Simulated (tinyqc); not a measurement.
Chemically amplified photoresist: aerial image, acid generation, bake, development and line width: one step, computed by the program tinyqc.

Lines and spaces of pitch p with a two-beam-like image; x = 0 is the middle of the bright space. The resist is positive and treated as uniform in depth.

Question. Space width and dose latitude. Dose E(x) = E [1 + c cos(2 pi x/p)]; acid h = 1 - exp(-C E(x)). Bake: the acid image is blurred by a Gaussian of variance sigma^2 = 2 D t (each Fourier term k of h, taken on 64 points, is multiplied by exp(-4 pi^2 k^2 D t/p^2)). The quencher then removes q, h_eff = max(h_blurred - q, 0); protection m = exp(-k_amp t h_eff). Mack rate r = r_max (a + 1)(1 - m)^n/(a + (1 - m)^n) + r_min, a = ((n + 1)/(n - 1))(1 - m_th)^n. Edge: vertical development clears the film where r t_d >= d; the space width is twice the x where r = d/t_d. Dose sensitivity = d ln(width)/d ln E from widths at 1.005 E and E/1.005; image log-slope at the edge = |d ln E/dx|, normalised by the width (NILS); latitude for 10 % of width = 10 %/sensitivity.

Inputs (values chosen for the exercise, for a model resist at 248 nm): pitch p = 270 nm; image contrast c = 0.57; mean dose E = 28.4 mJ/cm^2; Dill parameter C = 0.019 cm^2/mJ; quencher load q, relative to the acid generator = 0.15; acid diffusivity D = 5.3 nm^2/s; bake time t = 60 s; amplification rate k_amp = 0.026 1/s; threshold protection m_th = 0.42; development selectivity n = 8; largest rate r_max = 800 nm/s; smallest rate r_min = 0.053 nm/s; resist thickness d = 280 nm; development time t_d = 60 s.

Give: space width; dose sensitivity; NILS; dose latitude.

Answer.

space width = 145.49 nm

dose sensitivity = 1.1287

NILS = 2.0584

dose latitude = 8.8599 %

At the same width a resist without blur would give a sensitivity 2/NILS = 0.972; the blur multiplies it by 1.16. Caution: lateral development, standing waves and the joint diffusion of acid and quencher are left out, so widths are indicative.
